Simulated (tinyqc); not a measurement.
## MOS capacitor on a p-type substrate, surface potential from the exact charge relation: effect of the fixed charge at the interface on threshold and swing

Uniform p-type substrate, Boltzmann statistics, full ionisation, classical densities. psi is the surface potential against the body (positive when the bands bend down) and u = psi/Vt. Traps are spread evenly over the gap and neutral at flat band, so their charge is -q Dit psi; the minority quasi-Fermi level is shifted by Vb.

ni = sqrt(Nc Nv) exp(-Eg/(2 Vt)), Eg in volts; phiF = Vt ln(N/ni); Cox = eps0 eox/tox; Vfb = phiM - chi - (Eg - Vt ln(Nv/N)) - q Nf/Cox; VT = Vfb + [(2 phiF + Vb)(1 + q Dit/Cox) + sqrt(2 eps0 eps_r q N (2 phiF + Vb))/Cox]. gamma = sqrt(2 eps0 eps_r q N)/Cox; Wm = sqrt(2 eps0 eps_r (2 phiF + Vb)/(q N)); m = 1 + (eps0 eps_r/Wm + q Dit)/Cox; swing m Vt ln 10; Cmin/Cox = 1/(1 + Cox Wm/(eps0 eps_r)).

Parameters, values chosen for the exercise; band and dielectric values those of a made-up semiconductor: temperature T = 325 K; band gap Eg = 1.01 eV; relative permittivity eps_r = 10.8; conduction-band density of states at T Nc = 3.07e19 cm^-3; valence-band density of states at T Nv = 3.08e19 cm^-3; electron affinity chi = 4.68 eV; acceptor density of the substrate N = 4.7e15 cm^-3; relative permittivity of the gate insulator (close to aluminium oxide) eox = 9.11; insulator thickness tox = 17 nm; gate work function phiM = 5.61 eV; density of interface traps Dit = 0 cm^-2 eV^-1; reverse bias of the inversion layer against the body Vb = 0 V.

Constants: q = 1.602176634e-19 C, kB = 1.380649e-23 J/K, Vt = kB T/q, eps0 = 8.8541878128e-14 F/cm where lengths are in cm. Results are converted to the units shown.

The same in every row: 2 phiF (V) = 0.5179; gamma (V^0.5) = 0.07998; Wm (nm) = 362.7; m = 1.056; swing (mV/decade) = 68.07; Cmin/Cox = 0.05265.

Effect of the fixed charge at the interface on threshold and swing:
```
Nf (cm^-2)   Vfb (V)  VT (V)
-4e11         0.3012  0.8766
-2e11         0.2336  0.8091
0             0.1661  0.7415
2e11         0.09858  0.6740
4e11         0.03104  0.6065
6e11        -0.03649  0.5389
8e11         -0.1040  0.4714
```

As Nf goes from -4e11 to 8e11, VT falls from 0.877 to 0.471 V, the swing stays at 68.1 mV/decade and Cmin/Cox stays at 0.0526. The whole change of VT is that of Vfb: the curve shifts rigidly.

Computed by the program tinyqc: `OMP_NUM_THREADS=1 python tinyqc.py 2060172 2060173 out.jsonl`, one thread of a shared Intel Xeon 2.30GHz, about 0.01 s for the whole run.
